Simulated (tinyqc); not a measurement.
## Small-signal admittance of a forward-biased p+-n diode: effect of the hole lifetime

Holes injected into a neutral base of width wb with an ohmic contact at its end; low injection, p0 far above the equilibrium density. A small voltage v exp(i w t), w = 2 pi f, modulates the edge density by p0 v/Vt, and the small-signal density obeys Dp d2p/dx2 = (1/tau + i w) p.

L = sqrt(Dp tau); direct current J = (q Dp p0/L) coth(wb/L); k = sqrt(1 + i w tau)/L; diffusion admittance Y = (q Dp p0/Vt) k coth(k wb) = G + i w C_diff; junction capacitance C_j = sqrt(q eps0 eps_r Nd/(2 Vr)) in the depletion approximation, with the remaining barrier Vr = Vt ln(Na/p0), a rough value under forward bias; base-width modulation is left out. Measured admittance 1/[Rs + 1/(Y + i w C_j)].

Inputs (values chosen for the exercise); permittivity close to that of gallium arsenide:
```
symbol,value,unit,meaning
T,350,K,temperature
eps_r,12.9,,relative permittivity
Nd,5.9e16,cm^-3,donor density of the base
Dp,6.7,cm^2/s,hole diffusion coefficient
wb,5,um,width of the neutral base
p0,1.4e13,cm^-3,excess hole density at the junction edge
Na,3e18,cm^-3,acceptor density of the p+ side
Rs,0.018,ohm cm^2,series resistance
f,3.2e6,Hz,signal frequency
```

Constants: q = 1.602176634e-19 C, kB = 1.380649e-23 J/K, Vt = kB T/q, eps0 = 8.8541878128e-14 F/cm where lengths are in cm. Results are converted to the units shown.

The same in every row: C_j (uF/cm^2) = 0.1208.

Results:

| tau (s) | w tau | G (S/cm^2) | C_diff (uF/cm^2) | measured G (S/cm^2) | measured C (uF/cm^2) | phase of the measured Y (degrees) |
|---|---|---|---|---|---|---|
| 6e-11 | 0.001206 | 24.85 | 7.456e-4 | 17.21 | 0.05795 | 3.874 |
| 3e-10 | 0.006032 | 11.11 | 0.001667 | 9.324 | 0.08489 | 10.37 |
| 1e-9 | 0.02011 | 6.088 | 0.003043 | 5.568 | 0.1004 | 19.93 |
| 6e-9 | 0.1206 | 2.523 | 0.007037 | 2.517 | 0.1167 | 42.99 |
| 3e-8 | 0.6032 | 1.388 | 0.01062 | 1.471 | 0.1248 | 59.62 |
| 6e-7 | 12.06 | 1.029 | 0.01225 | 1.132 | 0.1279 | 66.24 |

Estimate the missing row, tau = 1e-7 s.

Computed row:

| tau (s) | w tau | G (S/cm^2) | C_diff (uF/cm^2) | measured G (S/cm^2) | measured C (uF/cm^2) | phase of the measured Y (degrees) |
|---|---|---|---|---|---|---|
| 1e-7 | 2.011 | 1.129 | 0.01177 | 1.226 | 0.1270 | 64.35 |

With this row back in the table: As tau goes from 6e-11 to 6e-7, G falls from 24.9 to 1.03 S/cm^2, C_diff rises from 7.46e-4 to 0.0123 uF/cm^2 and the measured C rises from 0.0579 to 0.128 uF/cm^2. C_diff stays below C_j.

Computed by the program tinyqc: `OMP_NUM_THREADS=1 python tinyqc.py 2890214 2890215 out.jsonl`, one thread of a shared Intel Xeon 2.30GHz, about 0.01 s for the whole run.
